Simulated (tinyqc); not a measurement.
Pull-up strength from the switching point.

Inverse problem. Transistor (EKV form, voltages against the body): I = 2 n b Vt^2 [F(vp - Vs) - F(vp - Vd)] from drain to source, F(v) = ln^2(1 + exp(v/(2 Vt))), vp = (Vg - VT + sg |Vd - Vs|)/n. n-channel bodies are at 0; for the p-channel device all voltages are counted down from Vdd. b in uA/V^2 gives I in uA. In an inverter In(Vg = Vd = VM) equals Ip at the switching point VM. Find bp and the current there.

Inputs (values chosen for the exercise):
```
symbol,value,unit,meaning
T,400,K,temperature
Vdd,0.75,V,supply voltage
n,1.2,,slope factor
sg,0.115,,drain-induced barrier lowering
VTn,0.44,V,n-channel threshold
VTp,0.39,V,p-channel threshold (magnitude)
bn,160,uA/V^2,gain factor of the pull-down transistor
```

Constants: q = 1.602176634e-19 C, kB = 1.380649e-23 J/K, Vt = kB T/q. Results are converted to the units shown.

VM = 0.392035829 V

Solution. Ip is proportional to bp, so bp is In(VM) over the p-channel current for unit b.

bp = 130.0 uA/V^2
current at VM = 0.2084 uA

Numbers from tinyqc (`OMP_NUM_THREADS=1 python tinyqc.py 2340151 2340152 out.jsonl`; about 0.06 s on one thread of a shared Intel Xeon 2.30GHz).
